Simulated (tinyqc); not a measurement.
Inside a calculation. Method: CISD on RHF in the sto-3g basis, for H2, spin multiplicity 1. Computed by tinyqc, a small Python program that keeps every step (integrals from PySCF). Settings: charge = 0, multiplicity = 1, basis = sto-3g, method = RHF, energy threshold = 1e-10, iteration cap = 82, orthogonalisation = symmetric, start = Wolfsberg-Helmholz matrix, DIIS depth = 6, ci = CISD, davidson = 1. Command: `OMP_NUM_THREADS=1 python tinyqc.py 22735 22736 out.jsonl` (the two numbers bound the seeds that draw the settings). One thread of a shared host (Intel(R) Xeon(R) Processor @ 2.60GHz), about 0.05 s of CPU time with the checks. The early iterations of the SCF are left out here.

## One-electron integrals

Geometry (angstrom):
```
atom,x,y,z
H,0.00000,0.00000,0.00000
H,0.00000,0.00000,0.65300
```

Basis sto-3g: exponents (1/bohr^2) and contraction coefficients of normalised primitives:
```
element,l (shell),exponent,coefficient
H,s (1),3.42525,0.15433
H,s (1),0.62391,0.53533
H,s (1),0.16886,0.44463
```

Overlap, kinetic and nuclear-attraction integrals over the contracted functions; the nuclear repulsion is the sum of Za Zb / Rab.

nuclear repulsion = 0.8103786 hartree

overlap S:
```
,1H 1s,2H 1s
1H 1s,1.00000,0.71690
2H 1s,0.71690,1.00000
```

kinetic energy T (hartree):
```
,1H 1s,2H 1s
1H 1s,0.76003,0.29224
2H 1s,0.29224,0.76003
```

nuclear attraction V (hartree):
```
,1H 1s,2H 1s
1H 1s,-1.94091,-1.35634
2H 1s,-1.35634,-1.94091
```

core Hamiltonian H = T + V (hartree):
```
,1H 1s,2H 1s
1H 1s,-1.18088,-1.06410
2H 1s,-1.06410,-1.18088
```

## Two-electron integrals

Functions are numbered as in S; the eight-fold symmetry (ij|kl) = (ji|kl) = (kl|ij) leaves the list below.

Two-electron integrals (ij|kl) in chemists' order, unique and non-zero (hartree):
```
i,j,k,l,(ij|kl)
1,1,1,1,0.77461
2,1,1,1,0.49516
2,1,2,1,0.35872
2,2,1,1,0.60305
2,2,2,1,0.49516
2,2,2,2,0.77461
```

## Orthogonalisation

S = U s U^T; symmetric (Loewdin) form X = U s^(-1/2) U^T, so that X^T S X = 1.

eigenvalues of S: 0.28310  1.71690

X:
```
,1H 1s,2H 1s
1H 1s,1.32131,-0.55813
2H 1s,-0.55813,1.32131
```

## Iteration 2 (converged): orbitals

converged F (hartree):
```
,1H 1s,2H 1s
1H 1s,-0.42012,-0.63791
2H 1s,-0.63791,-0.42012
```

Diagonalise F' = X^T F X, C = X C', fill 1 alpha and 1 beta electrons from the bottom; D = 2 C_occ C_occ^T. Each column has its largest component positive (the first on a tie).

F' = X^T F X (hartree):
```
,1,2
1,0.07654,-0.69278
2,-0.69278,0.07654
```

orbital energies (hartree): MO1 -0.61625, MO2 0.76932

coefficients C:
```
,MO1,MO2
1H 1s,0.53965,1.32896
2H 1s,0.53965,-1.32896
```

D after iteration 2:
```
,1H 1s,2H 1s
1H 1s,0.58245,0.58245
2H 1s,0.58245,0.58245
```

## Convergence

Stop when the energy changes by less than 1e-10 hartree and every element of the error matrix X^T (F D S - S D F) X is below 3e-06.

Course of the cycle:
```
iteration,E (hartree),change,largest element of the error matrix
1,-1.1134471,-,3.88e-16
2,-1.1134471,0.00000,3.88e-16
```

PySCF RHF in the same basis = -1.1134471 hartree

Converged in 2 iterations.

## Integrals over molecular orbitals

(pq|rs) = sum C_ip C_jq C_kr C_ls (ij|kl), one index at a time.

one-electron integrals over orbitals h = C^T H C (hartree):
```
,1,2
1,-1.30758,0.00000
2,0.00000,-0.41248
```

Two-electron integrals over orbitals (pq|rs), unique and non-zero (hartree):
```
p,q,r,s,(pq|rs)
1,1,1,1,0.69134
2,1,2,1,0.17648
2,2,1,1,0.67914
2,2,2,2,0.71409
```

## CISD: determinants and Hamiltonian

Hartree-Fock energy = -1.1134471 hartree

Slater-Condon rules over spin orbitals, with the nuclear repulsion added and E(HF) subtracted on the diagonal.

Occupation strings over the orbitals (2 doubly, a alpha, b beta, 0 empty; spin orbitals ordered 1a 1b 2a 2b ...): 20 ab ba 02

H - E(HF) between determinants (hartree), lower triangle:
```
,20,ab,ba,02
20,0.00000
ab,0.00000,0.88290
ba,0.00000,-0.17648,0.88290
02,0.17648,0.00000,0.00000,1.81295
```

## CISD: roots

Diagonalise (each vector has its largest component positive (the first on a tie)); all determinants have Ms = 0, so triplets appear too. The lowest singlet root is the correlation energy.

lowest roots of this matrix, relative to E(HF) (hartree): -0.01702  0.70643  1.05938  1.82996

lowest vectors:
```
,root 1,root 2,root 3,root 4
20,0.99538,0.00000,0.00000,0.09599
ab,0.00000,0.70711,0.70711,0.00000
ba,0.00000,0.70711,-0.70711,0.00000
02,-0.09599,0.00000,0.00000,0.99538
```

<S^2> of these roots: 0.00000  2.00000  0.00000  0.00000

weight of the ground state by excitation level 0, 1, 2, ...: 0.99079  0.00000  0.00921

With one virtual orbital singles and doubles already span the full space.
